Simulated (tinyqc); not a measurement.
Signal and retention of a DRAM cell: one step of the calculation.

A stored one starts at Vd and leaks: Cs dV/dt = -I(V), I = a sqrt((V + Vb)/(Vd + Vb)) + b, with a = Ig exp[-(Eg1 q/kB)(1/T - 1/T0)] (generation in a depletion layer) and b = Is exp[-(Es q/kB)(1/T - 1/T0)]. The bit line is precharged to Vd/2, and charge sharing gives the signal (V - Vd/2) Cs/(Cs + Cb).

Question. Signal and margin. The cell fails below Vc = Vd/2 + dm (Cs + Cb)/Cs.

Values chosen for this exercise:
```
symbol  value  unit                                            meaning
Vd        1.1     V                                      array voltage
Cs         28    fF                                   cell capacitance
Cb        100    fF                               bit-line capacitance
dm         45    mV  smallest signal that the sense amplifier resolves
```

Constants: q = 1.602176634e-19 C. Results are converted to the units shown.

Wanted: transfer ratio; signal of a fresh one; Vc; charge that may be lost; the same in electrons.

Answer.

transfer ratio = 0.2188
signal of a fresh one = 120.3 mV
Vc = 0.7557 V
charge that may be lost = 9.640 fC
the same in electrons = 6.017e4

Range of the model: Real arrays also hold a tail of unusually leaky cells and cells whose retention varies in time, which this model lacks.

Numbers from tinyqc (`OMP_NUM_THREADS=1 python tinyqc.py 2130104 2130105 out.jsonl`; about 0.01 s on one thread of a shared Intel Xeon 2.30GHz).
